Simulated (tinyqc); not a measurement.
Strain-driven roughening and islands of a mismatched epitaxial film. Changing the facet energy of shape 2 over gamma. Computed by tinyqc, a small Python program. Command: `OMP_NUM_THREADS=1 python tinyqc.py 3022223 3022224 out.jsonl island sweep`. One thread of a shared host (Intel(R) Xeon(R) Processor @ 2.30GHz), about 0.01 s of CPU time with the checks.

Film and substrate share isotropic elastic constants; the film is coherent and biaxially strained.

Inputs (values chosen for the exercise, modelled on Si(0.5)Ge(0.5) on Si): misfit |f| = 0.0216; shear modulus G = 55.5 GPa; Poisson ratio nu = 0.25; surface energy gamma = 1.15 J/m^2; contact angle of the shallow shape theta_1 = 8.35 degrees; contact angle of the steep shape theta_2 = 25.3 degrees; facet energy of shape 1 over gamma = 0.9993; island volume V = 16000 nm^3.

Constants: e = 1.602176634e-19 C.

Method:
- M = 2 G (1 + nu)/(1 - nu); stress = M f; energy density w = M f^2.
- Shallow faceted island (Tersoff form): E = 4 Gam V^(2/3) tan^(1/3)(theta) - 6 c V tan(theta), Gam = gamma [x/sin(theta) - 1/tan(theta)], x the facet energy over gamma, c = stress^2 (1 - nu)/(2 pi G).
- The barrier is the maximum of E, at V_c = [4 Gam/(9 c)]^3 / tan^2(theta) (1 GPa nm = 1 J/m^2).
- The two energies cross at V_x^(1/3) = 4 [Gam_2 t2^(1/3) - Gam_1 t1^(1/3)]/(6 c (t2 - t1)), t = tan(theta); mu = dE/dV.

One run for each value:
```
facet energy of shape 2 over gamma  Gam of shape 2 (J/m^2)  barrier, shape 2 (eV)  crossing volume V_x (nm^3)
0.960                                               0.1505                   10.0                          92
0.987                                               0.2231                   32.8                         491
1.010                                               0.2850                   68.3                        1246
1.040                                               0.3657                  144.3                        3052
1.070                                               0.4465                  262.4                        6080
1.100                                               0.5272                  432.1                       10644
1.120                                               0.5810                  578.3                       14696
1.150                                               0.6618                  854.5                       22520
```

What does the table show?

Over the rows, Gam of shape 2 (J/m^2) rises from 0.150 to 0.662 (exponent d ln y / d ln x 14 between the first rows and 4.9 between the last); barrier, shape 2 (eV) rises from 10.0 to 854 (exponent d ln y / d ln x 43 between the first rows and 15 between the last); crossing volume V_x (nm^3) rises from 92.2 to 22500 (exponent d ln y / d ln x 60 between the first rows and 16 between the last).

Caution (all rows): the shallow-slope form overstates the relaxation of facets steeper than about 25 degrees.

Extremes, crossings and ranges named in words are read from the listed rows.
